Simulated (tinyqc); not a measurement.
Deep level with several charge states, and Shockley-Read-Hall recombination, step by step. Values are carried at full precision from step to step, so a last printed digit may differ when a step is redone from the rounded ones.

Energies from Ev. The defect has charge states 0, -1, -2 with weights 1, gm exp((EF - E1)/kT), exp((2 EF - E1 - E2)/kT); the shares are the weights over their sum. Boltzmann carriers: n = Nc exp((EF - Eg)/kT), p = Nv exp(-EF/kT). Neutrality: p - n + Nd + Nt <q> = 0.

Constants: kB = 8.617333262e-05 eV/K.

Parameters, chosen for this exercise (gap and densities of states near those of Si at this temperature; shifted at random, so the results belong to these values and not to a real crystal): Eg = 1.097 eV (gap); Nc = 4.19e+19 1/cm^3 (conduction-band density of states); Nv = 1.8e+19 1/cm^3 (valence-band density of states); T = 400 K; E1 = 0.542 eV (level (0/-1) above Ev); E2 = 0.773 eV (level (-1/-2) above Ev); gm = 2 (degeneracy of the middle state, the others 1); Nt = 4.5e+14 1/cm^3 (defects); Nd = 4.4e+14 1/cm^3 (ionised shallow donors minus acceptors); E_try = 0.77 eV (trial Fermi level); Et = 0.542 eV (recombination level above Ev); sn = 5.7e-15 cm^2 (electron capture cross-section); sp_ = 2e-15 cm^2 (hole capture cross-section); vth = 17000000 cm/s (thermal velocity, both carriers); Nm = 4.5e+15 1/cm^3 (equilibrium electrons for the lifetime steps); dn = 1.1e+16 1/cm^3 (excess pairs).

## Charge states at a trial Fermi level

Form the exponents, the shares, the mean charge and the residual of neutrality at EF = E_try.

exponents of the second and third weights: [6.615, 6.528]

shares: 0 0.0005, -1 0.6854, -2 0.3141

<q> = -1.3137

n, p (1/cm^3): [3.18e+15, 3.58e+09]

residual = -3.33e+15 1/cm^3

The residual is negative, so EF must fall.

## The neutral state

Solve for EF.

EF = 0.6025 eV

shares at EF: 0 0.079, -1 0.917, -2 0.003

n = 2.47e+13 1/cm^3
p = 4.61e+11 1/cm^3

Without the defects the majority density would be 4.40e+14 1/cm^3; with them the density of these carriers is 2.47e+13, so they compensate part of the doping. Most defects are in the state -1.

## Recombination through one level

One level at Et with degeneracy 1: tn = 1/(sn vth Nt), tp = 1/(sp_ vth Nt), n1 = Nc exp((Et - Eg)/kT), p1 = Nv exp(-Et/kT), ni^2 = n1 p1. Equilibrium n0 = Nm, p0 = ni^2/Nm; n = n0 + dn, p = p0 + dn. U = (n p - ni^2)/(tp (n + n1) + tn (p + p1)), lifetime dn/U; emission rates en = sn vth n1, ep = sp_ vth p1.

Evaluate each quantity.

tn, tp (microsecond): [0.02293, 0.06536]

n1, p1 (1/cm^3): [4.26e+12, 2.67e+12]

U = 1.35e+23 1/(cm^3 s)
lifetime = 0.0817 microsecond

The lifetime is 1.249 times the minority capture time tp and 0.925 times tn + tp, the limit of high injection.

## Emission and generation in a depleted region

With n = p = 0 the level generates pairs at G = Nt en ep/(en + ep); generation lifetime tg = ni/G; current density e G W for a width W = 1 micrometre, e = 1.602176634e-19 C.

en, ep (1/s): [4.13e+05, 9.08e+04]

G = 3.35e+19 1/(cm^3 s)
tg = 0.101 microsecond
current density = 0.000536 A/cm^2

The slower step, hole emission, limits the rate: en/ep = 4.55.

## Checks

- U against hole capture minus emission at the steady occupation of the level (1/(cm^3 s)): both 1.347e+23.

Computed by tinyqc, a small Python program: `OMP_NUM_THREADS=1 python tinyqc.py 1652111 1652112 out.jsonl` (the numbers bound the seed that draws the inputs); one thread of a shared host (Intel(R) Xeon(R) Processor @ 2.30GHz), about 0.01 s for the whole set of steps.
